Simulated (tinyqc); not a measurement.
Bias-temperature instability from a Gaussian distribution of capture and emission barriers: one step, computed by the program tinyqc. Command: `OMP_NUM_THREADS=1 python tinyqc.py 3005806 3005807 out.jsonl bti walk`. One thread of a shared host (Intel(R) Xeon(R) Processor @ 2.30GHz), about 0.01 s of CPU time with the checks.

Each trap has a capture time tau_0 exp(E_c/(k_B T)) under stress and an emission time tau_0 exp(E_e/(k_B T)) after it. E_c is Gaussian, and E_e = E_c + d with d Gaussian and independent. A trap counts as filled once t_s exceeds its capture time and as emptied once t_r exceeds its emission time.

Task: Lifetime. Demarcation energies E_s = k_B T ln(t_s/tau_0), E_r = k_B T ln(t_r/tau_0); mean barrier mu = mu_c - k_F F; z = (E_s - mu)/sigma_c; Phi is the standard normal distribution. Temperatures in kelvin are T(C) + 273.15. Solve V_max Phi(z) = criterion for t_s; the power-law extrapolation from the stress point is t_s (criterion/dV0)^(1/n); 1 year = 3.15576e7 s.

Inputs (values chosen for the exercise, for a model p-channel transistor):
```
quantity                            value  unit
shift with all traps filled V_max     110    mV
spread of capture barriers sigma_c   0.28    eV
time constant tau_0                 3e-10     s
temperature T                          60     C
stress time t_s                        60     s
failure criterion                      50    mV
```

mean barrier mu = 1.3054 eV

shift without recovery dV0 = 2.537599 mV

time exponent n = 0.2427946

Constants: k_B = 8.617333262e-05 eV/K.

Give: log10 of the lifetime in s; log10 of the power-law estimate in s.

Result:

log10 of the lifetime in s = 9.741

log10 of the power-law estimate in s = 7.110

The power law gives a time shorter by 2.63 decades, since n falls as traps fill; ten years is log10 = 8.50.
